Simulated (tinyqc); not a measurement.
Comparisons within one model: Slater-Koster d bands of an fcc metal. A value that a table varies takes the place of the one given here.

Slater-Koster d bands. For a bond with direction cosines (l, m, n) the 5 x 5 block is dds Ps + ddp Pp + ddd (1 - Ps - Pp), the projectors on sigma, pi and delta states about the bond; for instance <xy|xy> = 3 l^2 m^2 dds + (l^2 + m^2 - 4 l^2 m^2) ddp + (n^2 + l^2 m^2) ddd, <xy|yz> = 3 l m^2 n dds + l n (1 - 4 m^2) ddp + l n (m^2 - 1) ddd and <3z2-r2|3z2-r2> = (n^2 - (l^2 + m^2)/2)^2 dds + 3 n^2 (l^2 + m^2) ddp + (3/4)(l^2 + m^2)^2 ddd. H(k) sums the blocks times cos(k.R) over the neighbours; the d level is the zero of energy; k in 2 pi/a.

Neighbours: twelve at (a/2)(1,1,0) and equivalents.

Mesh: k = f1 b1 + f2 b2 + f3 b3 with fractions (j + 1/2)/N, j = 0 to N - 1, and b = (-1,1,1), (1,-1,1), (1,1,-1) for fcc, (0,1,1), (1,0,1), (1,1,0) for bcc, unit vectors for simple cubic. The lowest Nd/10 of all levels are filled with two electrons each; the bond energy is their sum per atom.

Parameters, chosen for this exercise (of the size met in Ni; the results hold for these values, not for the real material): dds = -0.409 eV (dd sigma); ddp = 0.196 eV (dd pi); ddd = -0.012 eV (dd delta); N = 10 (mesh); f2 = 0.487 (factor for second neighbours in bcc).

## Band filling: full bands against the rectangular model

W = sqrt(12 mu2) with mu2 the mean square level on the mesh; rectangular model: Fermi level W (Nd/10 - 1/2), bond energy -W Nd (10 - Nd)/20. The Fermi level of the mesh is the highest filled level.

Per atom (eV):

| Nd | EF, bands | bond energy, bands | EF, rectangle | bond energy, rectangle |
|---|---|---|---|---|
| 1 | -0.972 | -1.270 | -1.061 | -1.194 |
| 2 | -0.756 | -2.123 | -0.796 | -2.122 |
| 3 | -0.557 | -2.768 | -0.531 | -2.786 |
| 4 | -0.310 | -3.215 | -0.265 | -3.184 |
| 5 | 0.008 | -3.367 | 0.000 | -3.316 |
| 6 | 0.347 | -3.182 | 0.265 | -3.184 |
| 7 | 0.576 | -2.705 | 0.531 | -2.786 |
| 8 | 0.811 | -2.014 | 0.796 | -2.122 |
| 9 | 1.012 | -1.097 | 1.061 | -1.194 |

W = 2.653 eV
full width on the mesh = 3.148 eV

What can be read from the table?

The bond energy is deepest at Nd = 5 (-3.367 eV); the rectangle has its minimum at 5. The two differ most at Nd = 8, by 0.109 eV or 3 % of the deepest value: the second moment fixes the parabola, and higher moments the rest. At Nd = 3 and 7 the bands give -2.768 and -2.705 eV, a skew towards less than half filling.

## Which lattice a d-band metal prefers

fcc has twelve neighbours, bcc eight and six (the six times f2), simple cubic six. The integrals of bcc and sc are scaled so that all three have the second moment of fcc, which stands for equal repulsion (structural energy difference theorem). s and p electrons are left out.

Bond energy per atom:

| Nd | fcc (eV) | bcc - fcc (meV) | sc - fcc (meV) |
|---|---|---|---|
| 1 | -1.270 | 54 | -40 |
| 2 | -2.123 | -19 | -42 |
| 3 | -2.768 | -93 | 45 |
| 4 | -3.215 | -147 | 189 |
| 5 | -3.367 | 44 | 279 |
| 6 | -3.182 | 166 | 156 |
| 7 | -2.705 | 135 | -18 |
| 8 | -2.014 | 24 | -152 |
| 9 | -1.097 | -84 | -213 |

scale factors: bcc 1.1285, sc 1.4142

mu3/mu2^1.5: fcc -0.154, bcc -0.141, sc 0.000

mu4/mu2^2: fcc 1.877, bcc 1.804, sc 2.461

largest change of a difference when N is raised to 14 = 7 meV

How do the results move?

fcc is lowest for Nd = 5 and 6. bcc is lowest for Nd = 3 and 4. sc is lowest for Nd = 1, 2, 7, 8 and 9. bcc gains most on fcc at Nd = 4 (-147 meV). A small fourth moment marks a two-peaked band, which tends to favour fillings near one half; bcc has -4 % against fcc, and at Nd = 5 it lies +44 meV from fcc, which the fourth moment alone does not explain (differences of a few tens of meV are within the error of the mesh; hcp is left out, and this d-only model can miss the lattice of the real metal). The third moments, from three-membered rings, skew the bands. That simple cubic wins anywhere comes from keeping d bands and equal second moments alone; no transition metal takes it. Differences below about 7 meV are within the error of this mesh, and the s and p electrons left out weigh most where the d band is nearly empty or full.

## What each integral does

Levels at Gamma, E(t2g) = 3 dds + 4 ddp + 5 ddd, E(eg) = 1.5 dds + 6 ddp + 4.5 ddd, and W = sqrt(12 mu2), the width of a rectangular band with the same second moment mu2 = z (dds^2 + 2 ddp^2 + 2 ddd^2)/5, z = 12. Each row changes one parameter from the base and keeps the others.

Results:

| case | t2g (eV) | eg (eV) | W (eV) |
|---|---|---|---|
| base | -0.5030 | 0.5085 | 2.6531 |
| dds = -0.4703 eV | -0.6869 | 0.4165 | 2.9311 |
| ddp = 0.1666 eV | -0.6206 | 0.3321 | 2.5347 |
| ddd = -0.0102 eV | -0.4940 | 0.5166 | 2.6526 |

What can be read from the table?

The largest shifts from the base row, up to three for each result and ties (the steps differ in size, so this ranks the rows, not the parameters). t2g (eV): dds -0.1839, ddp -0.1176, ddd +0.0090. eg (eV): ddp -0.1764, dds -0.0920, ddd +0.0081. W (eV): dds +0.2780, ddp -0.1184, ddd -0.0004. The ratio of the shifts of t2g and eg names the integral: 3 : 1.5 for dds, 4 : 6 for ddp, 5 : 4.5 for ddd.

Computed by tinyqc, a small Python program: `OMP_NUM_THREADS=1 python tinyqc.py 1481176 1481177 out.jsonl` (the numbers bound the seed that draws the inputs); one thread of a shared host (Intel(R) Xeon(R) Processor @ 2.30GHz), about 0.03 s for the whole set of steps.
